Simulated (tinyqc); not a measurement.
# Hexagonal on-chip spiral inductor, lumped pi model: two studies

Outer diameter do = di + 2 n wd + 2 (n - 1) sp, mean da = (do + di)/2, fill p = (do - di)/(do + di), length l = 3.464 n da. L = 2.33 mu0 n^2 da/(1 + 3.82 p), mu0 = 4 pi 1e-7 H/m. Rs = rho l/(wd delta (1 - exp(-th/delta))), delta = sqrt(rho/(pi f mu0)). Cs = n wd^2 eps0 eo/hu across the coil. At each end Cox = l wd eps0 eo/(2 ho) leads to the substrate branch Rsi = 2 rs he/(l wd) in parallel with Csi = l wd eps0 11.7/(2 he). With one end grounded Y = 1/(Rs + i w L) + i w Cs + 1/[1/(i w Cox) + 1/(1/Rsi + i w Csi)], w = 2 pi f; Q = -Im Y/Re Y. Eddy currents in neighbouring turns and in the substrate are left out.

Inputs (values chosen for the exercise); values of the order met in silicon radio-frequency processes: number of turns n = 2.5; line width wd = 8 um; space between turns sp = 2 um; inner diameter di = 140 um; metal thickness th = 0.9 um; metal resistivity rho = 1.9 uohm cm; oxide below the coil ho = 8.7 um; oxide between coil and underpass hu = 1.1 um; relative permittivity of the oxide eo = 3.9; substrate resistivity rs = 100 ohm cm; effective spreading depth in the substrate he = 50 um; frequency f = 2 GHz.

Constants: eps0 = 8.8541878128e-12 F/m. Results are converted to the units shown.

Each table varies one quantity; the others keep the values above.

## Quality factor against frequency

Apparent inductance Im(1/Y)/w; share of the loss Re(substrate branch)/Re Y.

Quality factor against frequency:
```
f (GHz)	Rs (ohm)	w L/Rs	Q	apparent inductance (nH)	loss in the substrate (%)
0.53	4.309	1.498	1.496	1.938	0.03425
0.87	4.483	2.363	2.358	1.939	0.1052
1.4	4.702	3.626	3.607	1.941	0.2832
2.3	5.003	5.598	5.525	1.948	0.7439
3.8	5.411	8.552	8.269	1.965	1.883
6.2	5.946	12.70	11.67	2.012	4.461
10	6.650	18.31	14.90	2.145	9.808
17	7.724	26.80	15.15	2.690	21.30
27	9.009	36.50	6.682	6.536	36.92
```

What does the comparison show?

Q goes from 1.50 through a maximum of 15.2 (at f = 17 GHz among the rows listed) to 6.68; the exact peak is 15.8 at 13.7 GHz and Q reaches zero at the self-resonance, 32.1 GHz. The share of the substrate rises from 0.0343 to 36.9 %, and the apparent inductance ends at 3.37 times L. At the peak the substrate takes 15.7 % of the loss. For f = 17, 27 the coil is longer than 0.15 of a wavelength in the oxide, where one lumped section is rough.

## Effect of the substrate resistivity

Same model as above.

Peak Q and its frequency from a search over f; self-resonance where Im Y = 0; Q at the given f (negative beyond resonance).

The same in every row: L (nH) = 1.938; do (um) = 186.0.

Effect of the substrate resistivity:
```
rs (ohm cm)	peak Q	f of the peak (GHz)	self-resonance (GHz)	Q at f
0.1	13.93	10.35	21.83	4.917
1	11.51	7.773	22.80	4.913
3	10.02	6.534	27.79	4.905
10	9.484	6.905	31.57	4.883
30	12.19	10.50	32.00	4.874
100	15.85	13.66	32.05	4.911
1000	18.83	15.94	32.06	4.938
10000	19.25	16.25	32.06	4.941
```

As rs goes from 0.1 to 10000, L stays at 1.94 nH, the peak Q goes from 13.9 through a minimum of 9.48 (at rs = 10 among the rows listed) to 19.2, its frequency goes from 10.4 through a minimum of 6.53 (at rs = 3 among the rows listed) to 16.2 GHz and the self-resonance rises from 21.8 to 32.1 GHz. In this model both a very low and a very high resistivity dissipate little: the first shorts the branch to a pure Cox, the second blocks the current. For rs = 0.1, 1 eddy currents in the substrate, left out, would lower Q markedly.

Computed by the program tinyqc: `OMP_NUM_THREADS=1 python tinyqc.py 2302042 2302043 out.jsonl`, one thread of a shared Intel Xeon 2.30GHz, about 0.01 s for the whole run.
